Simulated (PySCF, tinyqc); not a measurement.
RHF in the sto-6g basis, for H4, spin multiplicity 1, step by step. The lowest restricted solution is unstable here: a spin-polarised one lies 0.0227 hartree lower (PySCF). One step of it, computed by the program tinyqc.

Problem. Iteration 1: building the Fock matrix. J_ij = sum D_kl (ij|kl), K_ij = sum D_kl (ik|jl); F = H + J - 0.5 K; E = tr D H + tr D J / 2 - 0.25 tr D K + E_nn.

D at the start, lower triangle:
```
,1H 1s,2H 1s,3H 1s,4H 1s
1H 1s,0.032250
2H 1s,0.271895,2.430407
3H 1s,-0.183677,-1.166015,2.105688
4H 1s,-0.021889,-0.066319,0.452130,0.116060
```

core Hamiltonian H = T + V (hartree), lower triangle:
```
,1H 1s,2H 1s,3H 1s,4H 1s
1H 1s,-1.341717
2H 1s,-0.788186,-1.716143
3H 1s,-0.219451,-1.087394,-1.715899
4H 1s,-0.030209,-0.219071,-0.787057,-1.341233
```

Two-electron integrals (ij|kl) in chemists' order, unique and non-zero (hartree):
```
i,j,k,l,(ij|kl)
1,1,1,1,0.774999
2,1,1,1,0.247785
2,1,2,1,0.106726
2,2,1,1,0.433427
2,2,2,1,0.247785
2,2,2,2,0.774999
3,1,1,1,0.046988
3,1,2,1,0.022392
3,1,2,2,0.059933
3,1,3,1,0.005344
3,2,1,1,0.172365
3,2,2,1,0.100047
3,2,2,2,0.335031
3,2,3,1,0.028290
3,2,3,2,0.181541
3,3,1,1,0.252437
3,3,2,1,0.144104
3,3,2,2,0.495962
3,3,3,1,0.046988
3,3,3,2,0.335031
3,3,3,3,0.774999
4,1,1,1,0.004883
4,1,2,1,0.002401
4,1,2,2,0.006716
4,1,3,1,0.000621
4,1,3,2,0.003542
4,1,3,3,0.006717
4,1,4,1,0.000081
4,2,1,1,0.025966
4,2,2,1,0.014427
4,2,2,2,0.046899
4,2,3,1,0.004304
4,2,3,2,0.028238
4,2,3,3,0.059825
4,2,4,1,0.000620
4,2,4,2,0.005325
4,3,1,1,0.083212
4,3,2,1,0.044674
4,3,2,2,0.143883
4,3,3,1,0.014432
4,3,3,2,0.099890
4,3,3,3,0.247395
4,3,4,1,0.002398
4,3,4,2,0.022323
4,3,4,3,0.106429
4,4,1,1,0.163472
4,4,2,1,0.083301
4,4,2,2,0.252319
4,4,3,1,0.026001
4,4,3,2,0.172267
4,4,3,3,0.433138
4,4,4,1,0.004883
4,4,4,2,0.046899
4,4,4,3,0.247395
4,4,4,4,0.774999
```

nuclear repulsion = 2.15281186 hartree

Give: Coulomb J; exchange K; Fock matrix F; total energy of this density.

Solution.

Coulomb J (hartree), lower triangle:
```
,1H 1s,2H 1s,3H 1s,4H 1s
1H 1s,1.4160
2H 1s,0.7782,2.4262
3H 1s,0.2058,1.2524,2.3910
4H 1s,0.0261,0.2061,0.7812,1.4718
```

exchange K (hartree), lower triangle:
```
,1H 1s,2H 1s,3H 1s,4H 1s
1H 1s,0.3609
2H 1s,0.5959,1.6053
3H 1s,0.1530,0.8046,1.5123
4H 1s,0.0051,0.1951,0.6607,0.4917
```

Fock matrix F (hartree), lower triangle:
```
,1H 1s,2H 1s,3H 1s,4H 1s
1H 1s,-0.1062
2H 1s,-0.3080,-0.0926
3H 1s,-0.0901,-0.2373,-0.0811
4H 1s,-0.0067,-0.1105,-0.3362,-0.1153
```

total energy of this density = -1.226653 hartree
